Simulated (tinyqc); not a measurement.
Charge imbalance from the loss of breakdown voltage.

Problem. In a superjunction of pillar doping N and length Lp an imbalance dl lowers BV by q |dl| N Lp^2/(4 eps0 eps_r), as long as the field reaches through the pillar. Find |dl| and the net dose error |dl| N wp.

Parameters, values chosen for the exercise:

| symbol | value | unit | meaning |
|---|---|---|---|
| eps_r | 9.45 |  | relative permittivity of the semiconductor |
| wp | 0.5 | um | width of each pillar |

Constants: q = 1.602176634e-19 C, eps0 = 8.8541878128e-14 F/cm where lengths are in cm. Results are converted to the units shown.

BV balanced and BV measured (V): [2300, 1872.3031]
N = 2.7072922e17 cm^-3
Lp = 9.7102753 um

Solution. The loss is linear in |dl|; its sign cannot be told from BV.

|dl| = 3.50 %
dose error = 4.74e11 cm^-2

tinyqc, about 0.01 s, one thread, Intel Xeon 2.30GHz (shared host): `OMP_NUM_THREADS=1 python tinyqc.py 2590118 2590119 out.jsonl`
